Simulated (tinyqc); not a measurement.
Avalanche multiplication and breakdown of a junction from ionisation integrals: one step, computed by the program tinyqc.

Ionisation coefficients follow the local field. Position x runs through the depletion layer from the p side (x = 0), where electrons enter, to the n side (x = w), where holes enter. The built-in voltage is neglected.

Problem. On-resistance of the drift layer. R_on = w/(e mu N) with w the width at breakdown; figure of merit V_B^2/R_on; for a triangular field it equals eps eps_0 mu F_m^3/4.

Inputs (values chosen for the exercise, modelled on diamond): permittivity eps = 5.7; drift-layer mobility mu = 2000 cm^2/(V s); doping N of the lightly doped side = 4e+16 1/cm^3.

Junction: one-sided abrupt p+n.

width at breakdown = 3.576143 micrometre

breakdown voltage = 811.9824 V

critical field F_m = 4.541107 MV/cm

Constants: e = 1.602176634e-19 C; eps_0 = 8.8541878128e-12 F/m.

Give: specific on-resistance; V_B^2/R_on; eps eps_0 mu F_m^3/4.

Solution.

specific on-resistance = 0.02790 milliohm cm^2

V_B^2/R_on = 23631 MW/cm^2

eps eps_0 mu F_m^3/4 = 23631 MW/cm^2
